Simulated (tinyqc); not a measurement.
Changing the wafer spacing s: thermal and gravitational stress in a wafer during furnace and rapid thermal processing, and the onset of slip. Computed by tinyqc, a small Python program. Command: `OMP_NUM_THREADS=1 python tinyqc.py 3024109 3024110 out.jsonl slip sweep`. One thread of a shared host (Intel(R) Xeon(R) Processor @ 2.30GHz), about 0.01 s of CPU time with the checks.

A thin free disc in plane stress, isotropic; T(r) = T_centre + dT (r/R)^n with n = 2. Stress is positive in tension; sigma_SB = 5.670374419e-8 W/(m^2 K^4), g = 9.80665 m/s^2.

Inputs (values chosen for the exercise, modelled on silicon):
```
quantity                              value        unit
wafer radius R                          100          mm
thickness t                             725  micrometre
Young's modulus E                       161         GPa
expansion alpha                        4.45      1e-6/K
temperature T                          1075           K
prefactor A of the critical stress  0.00045         MPa
energy U of the critical stress        1.08          eV
density rho                            2330      kg/m^3
heat capacity c                         975    J/(kg K)
conductivity k                         27.1     W/(m K)
ramp rate                                29       K/min
```

Constants: k_B = 8.617333262e-05 eV/K.

Method. Critical resolved stress tau_c = A exp(U/(k_B T)), a form chosen for the exercise; slip when 0.492799 |s_tt(R)| > tau_c; allowed |dT| = tau_c (n + 2)/(0.492799 n alpha E). In a stack heated from the rim, heat flows inward by conduction and by radiation between wafers: k_eff = k + (16/3) sigma_SB T^3 s^2/t (a diffusion estimate with the spacing as path length). A steady ramp gives the parabolic lag dT = rho c (ramp) R^2/(4 k_eff); the allowed ramp uses n = 2.

One run for each value:
```
wafer spacing s (mm)  allowed ramp rate (K/min)  k_eff (W/(m K))  lag of the centre (K)
2.0                                          91             29.2                  94.10
2.9                                          98             31.5                  87.26
6.4                                         151             48.3                  56.80
9.4                                         227             72.9                  37.66
14.0                                        401            128.7                  21.33
20.0                                        730            234.4                  11.71
30.0                                       1537            493.5                   5.56
```

Give the missing row, wafer spacing s (mm) = 4.3.

Computed row:
```
wafer spacing s (mm)  allowed ramp rate (K/min)  k_eff (W/(m K))  lag of the centre (K)
4.3                                         114             36.7                  74.83
```

Interpolating between the two neighbouring rows (the first column on a logarithmic scale, the others too where they are positive) misses most in k_eff (W/(m K)), by 6.2 %. Over the rows, allowed ramp rate (K/min) rises from 90.9 to 1540 (exponent d ln y / d ln x 0.20 between the first rows and 1.8 between the last); k_eff (W/(m K)) rises from 29.2 to 493 (exponent d ln y / d ln x 0.20 between the first rows and 1.8 between the last); lag of the centre (K) falls from 94.1 to 5.56 (exponent d ln y / d ln x -0.20 between the first rows and -1.8 between the last).
